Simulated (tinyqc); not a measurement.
## Gate-all-around wire with two subbands, quantum capacitance: effect of the gate voltage

phi is the Fermi level above the lowest subband edge, in volts; Vg is counted from the gate voltage at which an empty wire would have phi = 0. Both directions of motion are filled (equilibrium).

N1 = gv sqrt(2 md m0 kB T/(pi hbar^2)); n1 = N1 F(phi/Vt), n2 = g2 N1 F((phi - E2)/Vt), n = n1 + n2, F(e) = (1/sqrt(pi)) int_0^infinity u^(-1/2) du/(1 + exp(u - e)); Cq = q dn/dphi = (q N1/Vt) [F'(phi/Vt) + g2 F'((phi - E2)/Vt)]. Cox = 2 pi eps0 eox/ln(1 + tox/rw) per length; Vg = phi + q n/Cox. 1/C_G = 1/Cox + 1/(Cq); dphi/dVg = Cox/(Cox + Cq).

Inputs (values chosen for the exercise): temperature T = 150 K; relative permittivity of the gate insulator (close to silicon dioxide) eox = 3.9; insulator thickness tox = 3.1 nm; mass along the wire md = 0.042 m0; valley degeneracy gv = 4; second subband above the first E2 = 0.23 eV; orbital degeneracy of the second subband g2 = 2; radius of the wire rw = 1.9 nm.

Constants: q = 1.602176634e-19 C, kB = 1.380649e-23 J/K, hbar = 1.054571817e-34 J s, m0 = 9.1093837015e-31 kg, Vt = kB T/q, eps0 = 8.8541878128e-14 F/cm where lengths are in cm. Results are converted to the units shown.

The same in every row: Cox (pF/cm) = 2.242.

Effect of the gate voltage:
```
Vg (V)    phi (V)  n (cm^-1)  Cq (pF/cm)  C_G (pF/cm)  dphi/dVg  share of the second band (%)
-0.2      -0.2000     0.5137    6.367e-6     6.367e-6     1.000                      3.744e-6
-0.04    -0.04556    7.777e4      0.9444       0.6645    0.7036                      3.822e-6
0.11    -9.756e-4    1.553e6       12.38        1.899    0.1533                      6.022e-6
0.27      0.02074    3.489e6       14.57        1.943    0.1334                      1.438e-5
0.42      0.04271    5.280e6       11.43        1.875    0.1640                      5.200e-5
0.58      0.07273    7.100e6       8.360        1.768    0.2115                      3.945e-4
0.73       0.1075    8.712e6       6.678        1.679    0.2514                      0.004752
0.89       0.1505    1.035e7       5.718        1.611    0.2817                        0.1106
1.04       0.1905    1.189e7       7.873        1.745    0.2217                         2.058
1.2        0.2151    1.378e7       19.00        2.006    0.1056                         10.17
```

As Vg goes from -0.2 to 1.2, Cq moves up and down between 6.37e-6 and 19.0 pF/cm, C_G/Cox moves up and down between 2.84e-6 and 0.894 and n rises from 0.514 to 1.38e7 cm^-1. Cq is below Cox for Vg = -0.2, -0.04; there the density of states limits the response dn/dVg more than the insulator does. The peak of Cq mirrors the inverse-square-root peak of the density of states at a subband edge.

Computed by the program tinyqc: `OMP_NUM_THREADS=1 python tinyqc.py 2200119 2200120 out.jsonl`, one thread of a shared Intel Xeon 2.30GHz, about 0.01 s for the whole run.
